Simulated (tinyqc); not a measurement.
Cyclotron resonance of ellipsoidal valleys, Ge type, step by step. Values are carried at full precision from step to step, so a last printed digit may differ when a step is redone from the rounded ones.

Valleys along [111], [-111], [1-11], [11-1], mass ml along the axis and mt across it. B lies in the (1-10) plane, b = (sin(theta)/sqrt2, sin(theta)/sqrt2, cos(theta)). For the angle phi between B and the axis, 1/mc^2 = cos^2(phi)/mt^2 + sin^2(phi)/(mt ml). Resonance: h nu = 2 muB B/mc, h = 2 pi hbar.

Constants: hbar = 6.58211957e-16 eV s; muB = 5.788381798e-05 eV/T.

Values chosen for the exercise (near those of Ge; the results hold for these values, not for the real material):
```
symbol  value  unit     meaning
theta   21     degrees  angle of B from [001] towards [110]
ml      1.511  m0       longitudinal mass
mt      0.085  m0       transverse mass
nu      70     GHz      microwave frequency
tau     12     ps       scattering time
```

## Angles to the valley axes

Give b and cos^2(phi) for each axis.

b: 0.2534  0.2534  0.9336

cos^2(phi): [111] 0.6916, [-111] 0.2905, [1-11] 0.2905, [11-1] 0.0607

## Cyclotron masses and resonance fields

For each axis, mc and B = h nu mc/(2 muB).

Resonances:
```
axis    mc (m0)   B (T)
[111]    0.1010  0.2525
[-111]   0.1479  0.3698
[1-11]   0.1479  0.3698
[11-1]   0.2522  0.6308
```

3 distinct masses appear; the limits are mt = 0.085 (B along the axis) and sqrt(ml mt) = 0.3584 (B across it).

## The same from the mass tensor

For the valley along [11-1]: M = mt 1 + (ml - mt) a a^T, and mc^2 = det M/(b M b).

M (m0), lower triangle:
```
         x        y       z
x   0.5603
y   0.4753   0.5603
z  -0.4753  -0.4753  0.5603
```

det M = 0.010917
b M b = 0.1716
mc = 0.2522 m0

## Line shape

For linear polarisation and one isotropic mass the absorbed power goes as P = [1 + (w^2 + wc^2) tau^2]/([1 + (wc^2 - w^2) tau^2]^2 + 4 w^2 tau^2), w = 2 pi nu. List it for wc/w = 0, 0.5, 0.8, 0.9, 1, 1.1, 1.2, 1.5 and 2, which is B over the resonance field.

w tau = 5.278

Power:
```
wc/w        P
0.0   0.03465
0.5   0.07063
0.8    0.2420
0.9    0.3960
1.0    0.5044
1.1    0.3951
1.2    0.2402
1.5   0.06564
2.0   0.01931
```

The largest listed value lies at wc/w = 1.0, 14.6 times the zero-field value. With w tau well above 1 the line is sharp, of relative half width about 1/(w tau). The closest two lines of this crystal are 46.5 % apart, so they are resolved.

## Checks

- Rotation frequency of dv/dt = -M^-1 (v x b) for the valley along [11-1], in units of e B/m0, against 1/mc: both 3.9644.

(tinyqc, `OMP_NUM_THREADS=1 python tinyqc.py 1250142 1250143 out.jsonl`, Intel(R) Xeon(R) Processor @ 2.30GHz, 1 thread, shared host, about 0.01 s.)
